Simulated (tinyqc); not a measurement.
Surface photovoltage measurement of the minority-carrier diffusion length in a wafer: one step, computed by the program tinyqc. Command: `OMP_NUM_THREADS=1 python tinyqc.py 3130328 3130329 out.jsonl spv walk`. One thread of a shared host (Intel(R) Xeon(R) Processor @ 2.30GHz), about 0.01 s of CPU time with the checks.

Low injection, steady light, a depletion layer much thinner than 1/alpha and L. The excess density dn is taken at the front edge of the neutral region; light that reaches the back is lost.

Problem. The linear plot. alpha = (84.732/lambda - 76.417)^2 per cm with lambda in micrometre (an empirical fit for silicon between 0.7 and 1.05 micrometre). Thick wafer: dn = Phi L/((S_f + D/L)(L + 1/alpha)). Finite wafer, with s = S_b L/D, w = W/L, a = alpha L: dn = [Phi a/(a^2 - 1)] [a - B - exp(-alpha W)(a - s)/(cosh w + s sinh w)]/(S_f + B D/L), B = (sinh w + s cosh w)/(cosh w + s sinh w). Readings y = (Phi/dn) (1 + noise x g) at 780, 830, 880, 920, 950, 975 and 995 nm; a least-squares line y = c (1/alpha + L_app) gives L_app = intercept/slope.

Inputs (values chosen for the exercise, modelled on p-type silicon at room temperature):
```
quantity                            value        unit
diffusion length L                     27  micrometre
wafer thickness W                     625  micrometre
diffusivity D                        25.6      cm^2/s
front recombination velocity S_f    33000        cm/s
back recombination velocity S_b     65000        cm/s
photon flux entering              3.1e+13  1/(cm^2 s)
relative noise of each reading          1           %
```

normal deviates g for the noise: -0.25  -0.83  0.29  -0.11  0.01  -0.08  -0.81

Give: the table «Readings» with the columns 1/alpha (micrometre), y (cm/s), line (cm/s), for lambda (nm) = 780, 830, 880, 920, 950, 975, 995; slope; apparent length L_app; error of L_app (rounded to 0.001).

Solution.

Readings:
```
lambda (nm)  1/alpha (micrometre)   y (cm/s)  line (cm/s)
780                           9.6  5.750e+04    5.777e+04
830                          15.2  6.581e+04    6.642e+04
880                          25.3  8.257e+04    8.228e+04
920                          40.7  1.063e+05    1.062e+05
950                          61.3  1.389e+05    1.384e+05
975                          90.9  1.854e+05    1.847e+05
995                         130.9  2.464e+05    2.471e+05
```

slope = 1562 cm/(s micrometre)

apparent length L_app = 27.36 micrometre

error of L_app (rounded to 0.001) = 1.328 %

At W/L = 23.1 the finite thickness shifts L_app by less than 0.05 %. S_f scales all readings alike and leaves L_app unchanged.
